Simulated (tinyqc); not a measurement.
Inside a calculation. Model: sheet resistance of a shallow doped layer with concentration-dependent mobility and limited activation. Computed by tinyqc, a small Python program that keeps every step. Command: `OMP_NUM_THREADS=1 python tinyqc.py 3018813 3018814 out.jsonl irvin walk`. One thread of a shared host (Intel(R) Xeon(R) Processor @ 2.30GHz), about 0.01 s of CPU time with the checks. Intermediate numbers are printed to about 6 digits and carried at full precision; extremes and crossings named in words are read from the listed rows.

A layer of one dopant lies in a background of the opposite type. Current flows parallel to the surface down to the junction; depletion is ignored.

Inputs (values chosen for the exercise, modelled on antimony in silicon):
```
quantity                          value        unit
surface concentration C_s       1.3e+21      1/cm^3
length l                             18          nm
background C_B                  3.8e+17      1/cm^3
mobility floor mu_min              59.1  cm^2/(V s)
mobility mu_max                    1410  cm^2/(V s)
reference density N_r          9.73e+16      1/cm^3
exponent alpha                    0.703           -
prefactor of the active limit     4e+21      1/cm^3
energy of the active limit        0.559          eV
anneal temperature T               1100           C
```

Profile: erfc.

Constants: k_B = 8.617333262e-05 eV/K; e = 1.602176634e-19 C.

## Active limit and depths

C(x) = C_s erfc(x/l). Temperatures in kelvin are T(C) + 273.15. Active limit C_a = prefactor x exp(-energy/(k_B T)); the junction lies where C = C_B, and the profile exceeds C_a down to x_a (zero if C_s is below C_a). Slope at the junction in nm per decade = ln(10) C/|dC/dx|.

active limit C_a = 3.55141e+19 1/cm^3

junction depth x_j = 46.1008 nm

depth x_a = 28.0897 nm

abruptness at the junction = 7.57948 nm/decade

## Local values

Active density N = min(C, C_a); carriers n = N - C_B; mobility mu = mu_min + (mu_max - mu_min)/(1 + ((N + C_B)/N_r)^alpha). Conductivity e n mu. Depths are 0, 0.2, 0.4, 0.6, 0.8 and 0.95 of x_j.

Along the depth:
```
x (nm)    C (1/cm^3)   N (1/cm^3)  mu (cm^2/(V s))  conductivity (S/cm)
0.0000   1.30000e+21  3.55141e+19           79.961              450.106
9.2202   6.09463e+20  3.55141e+19           79.961              450.106
18.4403  1.91608e+20  3.55141e+19           79.961              450.106
27.6605  3.86935e+19  3.55141e+19           79.961              450.106
36.8807  4.88810e+18  4.88810e+18          136.094               98.298
43.7958  7.53656e+17  7.53656e+17          263.195               15.757
```

## Sheet resistance

Integrals from 0 to x_j, where C = C_B (Gauss-Legendre, 60 points on each smooth piece; 1 nm = 1e-7 cm): dose int C dx, carriers int n dx, mean mobility int n mu dx/int n dx, R_s = 1/(e int n mu dx).

chemical dose = 1.32009e+15 1/cm^2

sheet carrier density = 1.13744e+14 1/cm^2

mean mobility = 82.6785 cm^2/(V s)

sheet resistance R_s = 663.695 ohm/square

carriers per dopant atom = 0.0861641

product R_s x_j = 30596.9 ohm nm

A box at the active limit as deep as x_j would give 482 ohm/square, the least this anneal allows at that depth. Clipping at C_a leaves 91 % of the dose without carriers (compensation included).

## Raising the surface concentration at fixed length

The last column drops the active limit.

Layers:
```
C_s (1/cm^3)  x_j (nm)  dose (1/cm^2)  mean mu (cm^2/(V s))  R_s (ohm/square)  R_s if all active
3.00e+18       19.4404    2.83642e+12               193.986           15338.4        1.53384e+04
1.00e+19       26.4086    9.97896e+12               134.669            5163.8        5.16378e+03
3.00e+19       31.7308    3.03098e+13                99.972            2145.1        2.14514e+03
1.00e+20       36.8385    1.01414e+14                86.672            1113.3        7.93032e+02
2.00e+20       39.5257    2.02975e+14                84.779             917.9        4.32202e+02
5.00e+20       42.8545    5.07645e+14                83.461             764.8        1.86908e+02
1.00e+21       45.2299    1.01542e+15                82.857             687.6        9.70613e+01
2.00e+21       47.5000    2.03097e+15                82.428             629.1        4.97622e+01
```

R_s falls as C_s^-0.90 between the first rows and as C_s^-0.13 between the last. Below C_a = 3.6e19 the exponent is set by the mobility, which drops from 194 towards mu_min, and by compensation. Above C_a extra dose only widens the clipped region: in the last row R_s is 12.64 times the fully active value. Caution: in rows with more than about 2e20 active atoms per cm^3 measured mobilities fall further than this form.

Checks made by the program: sheet conductance against adaptive quadrature (relative difference below 1e-10).
